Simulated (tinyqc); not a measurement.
Sheet resistance and Hall data of a diffused or implanted layer: one step, computed by the program tinyqc. Command: `OMP_NUM_THREADS=1 python tinyqc.py 3012812 3012813 out.jsonl layer walk`. One thread of a shared host (Intel(R) Xeon(R) Processor @ 2.30GHz), about 0.01 s of CPU time with the checks.

Carriers are taken equal to the net active doping down to the junction (full ionisation, which deep dopants in wide-gap hosts do not reach; no spill-over, no depletion), and the Hall factor is 1.

Problem. Profile. N(x) = N_0 erfc(x/l), dose N_0 l/sqrt(pi), junction x_j = l erfc^-1(N_B/N_0). Mobility mu = mu_min + (mu_max - mu_min)/(1 + (N_t/N_ref)^alpha), N_t = active doping + N_B; carriers n = active doping - N_B, active doping min(N, N_s). sigma = e n mu.

Inputs (values chosen for the exercise, modelled on nitrogen in 4H-SiC):

| quantity | value | unit |
|---|---|---|
| mu_min | 40.7 | cm^2/(V s) |
| mu_max | 931 | cm^2/(V s) |
| N_ref | 1.9e+17 | 1/cm^3 |
| exponent alpha | 0.62 | - |
| peak concentration N_0 | 3.5e+20 | 1/cm^3 |
| length scale l | 850 | nm |
| background doping N_B (opposite type) | 8e+14 | 1/cm^3 |
| solubility limit N_s | 7.5e+19 | 1/cm^3 |

Profile: complementary error function. Activation: limited by solubility.

Constants: e = 1.602176634e-19 C.

Give: Depth, doping, carriers, mobility and conductivity at 2, 10, 20, 35, 50, 65, 80, 90 and 98 % of the layer.

Solution.

Depth, doping, carriers, mobility and conductivity at 2, 10, 20, 35, 50, 65, 80, 90 and 98 % of the layer:

| x (nm) | N (1/cm^3) | n (1/cm^3) | mu (cm^2/(V s)) | sigma (S/cm) |
|---|---|---|---|---|
| 56.8 | 3.2364e+20 | 7.4999e+19 | 62.04 | 7.4554e+02 |
| 284.1 | 2.2277e+20 | 7.4999e+19 | 62.04 | 7.4554e+02 |
| 568.1 | 1.2058e+20 | 7.4999e+19 | 62.04 | 7.4554e+02 |
| 994.3 | 3.4328e+19 | 3.4328e+19 | 74.84 | 4.1161e+02 |
| 1420.4 | 6.3415e+18 | 6.3407e+18 | 131.53 | 1.3362e+02 |
| 1846.5 | 7.4386e+17 | 7.4306e+17 | 307.87 | 3.6652e+01 |
| 2272.6 | 5.4649e+16 | 5.3849e+16 | 648.00 | 5.5907e+00 |
| 2556.7 | 7.3583e+15 | 6.5583e+15 | 820.28 | 8.6192e-01 |
| 2783.9 | 1.2685e+15 | 4.6850e+14 | 880.09 | 6.6061e-02 |

The mobility varies by a factor 14.2 across these points and the conductivity by 11300.
